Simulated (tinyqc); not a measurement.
Worked calculation: ellipsoidal valleys in the axes of a wafer and a channel. Values are carried at full precision from step to step, so a last printed digit may differ when a step is redone from the rounded ones.

Valleys with axes a along x, y and z, one whole valley each; inverse mass tensor w = 1/mt + (1/ml - 1/mt) a a. Device axes: z = nz/|nz|, x = nx/|nx|, y = z cross x; in them a = (ax, ay, az). Confinement mass mz = 1/w_zz. In the plane w_ij is replaced by u_ij = w_ij - w_iz w_jz/w_zz (i, j = x, y); density-of-states mass md = 1/sqrt(det u); conductivity mass along x mc = 1/u_xx; ballistic transport mass mx = u_yy/det u, width mass my = 1/u_yy.

Constants: hbar^2/2m0 = 3.80998211 eV angstrom^2; kB = 8.617333262e-05 eV/K.

Inputs chosen for the exercise (near those of the X valleys of AlAs; shifted at random, so the results belong to these values and not to a real crystal):

| symbol | value | unit | meaning |
|---|---|---|---|
| ml | 1.132 | m0 | longitudinal mass |
| mt | 0.203 | m0 | transverse mass |
| nz | (1, 1, 1) |  | surface normal (confinement) |
| nx | (1, -1, 0) |  | channel direction |
| t | 6.2 | nm | thickness of the film |
| T | 400 | K | temperature |

## Device axes and valley axes

Give the rows x, y, z in cubic components and each valley axis in device components.

device axes:
```
    [100]    [010]    [001]
x  0.7071  -0.7071   0.0000
y  0.4082   0.4082  -0.8165
z  0.5774   0.5774   0.5774
```

valley axes:
```
        ax       ay      az
x   0.7071   0.4082  0.5774
y  -0.7071   0.4082  0.5774
z   0.0000  -0.8165  0.5774
```

## Tensors of the valley y

Form w and the reduced tensor u.

w (1/m0):
```
        x        y        z
x  2.9048   1.1670   1.6504
y  1.1670   4.2523  -0.9529
z  1.6504  -0.9529   3.5785
```

u (1/m0):
```
        x       y
x  2.1436  1.6065
y  1.6065  3.9986
```

The axis is tilted against the normal, so w_xz or w_yz is not zero and the reduction changes the masses in the plane.

## Masses of all valleys

Give mz, md, mc, mx and my.

Masses (m0):

| valley | mz | md | mc | mx | my |
|---|---|---|---|---|---|
| x | 0.2794 | 0.4086 | 0.4665 | 0.6675 | 0.2501 |
| y | 0.2794 | 0.4086 | 0.4665 | 0.6675 | 0.2501 |
| z | 0.2794 | 0.4086 | 0.2030 | 0.2030 | 0.8223 |

mz md^2 = ml mt^2 = 0.04665 for every valley, so a heavy confinement mass comes with a small density of states. On this face all axes make the same angle with the normal.

## Subbands and shares in a film

Hard walls: E_n = c (n pi/t)^2/mz, c = hbar^2/2m0, n = 1, 2, 3. Non-degenerate share of a valley proportional to md sum_n exp(-E_n/kT); mean 1/mc = sum of share/mc. 1 nm = 10 angstrom.

Give the ladders, the shares and the mean conductivity mass.

Subbands:

| valley | E1 (meV) | E2 (meV) | E3 (meV) | share |
|---|---|---|---|---|
| x | 35.0 | 140.0 | 315.1 | 0.333 |
| y | 35.0 | 140.0 | 315.1 | 0.333 |
| z | 35.0 | 140.0 | 315.1 | 0.333 |

mean mc = 0.3256 m0

The lowest ladder (x, y and z) holds 100 % of the electrons in these valleys: all valleys have the same mz and md on this face, though not always the same mc.

## Checks

- mz md^2 against ml mt^2: they agree to 1e-10 or better.
- mx my against md^2: they agree to 1e-10 or better.

Computed by tinyqc, a small Python program: `OMP_NUM_THREADS=1 python tinyqc.py 1881103 1881104 out.jsonl` (the numbers bound the seed that draws the inputs); one thread of a shared host (Intel(R) Xeon(R) Processor @ 2.30GHz), about 0.01 s for the whole set of steps.
